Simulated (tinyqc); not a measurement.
Worked calculation: UHF in the 3-21g basis, for H2, spin multiplicity 1. One step of it, computed by the program tinyqc.

Problem. Orthogonalisation. S = U s U^T; symmetric (Loewdin) form X = U s^(-1/2) U^T, so that X^T S X = 1.

overlap S:
```
          1H 1s     1H 2s     2H 1s     2H 2s
1H 1s  1.000000  0.645899  0.260008  0.412577
1H 2s  0.645899  1.000000  0.412577  0.762263
2H 1s  0.260008  0.412577  1.000000  0.645899
2H 2s  0.412577  0.762263  0.645899  1.000000
```

Give: eigenvalues of S; X.

Solution.

eigenvalues of S: 0.1461  0.4233  0.8317  2.5990

X:
```
         1H 1s    1H 2s    2H 1s    2H 2s
1H 1s   1.2421  -0.4816  -0.0576   0.0356
1H 2s  -0.4816   1.6930   0.0356  -0.7202
2H 1s  -0.0576   0.0356   1.2421  -0.4816
2H 2s   0.0356  -0.7202  -0.4816   1.6930
```
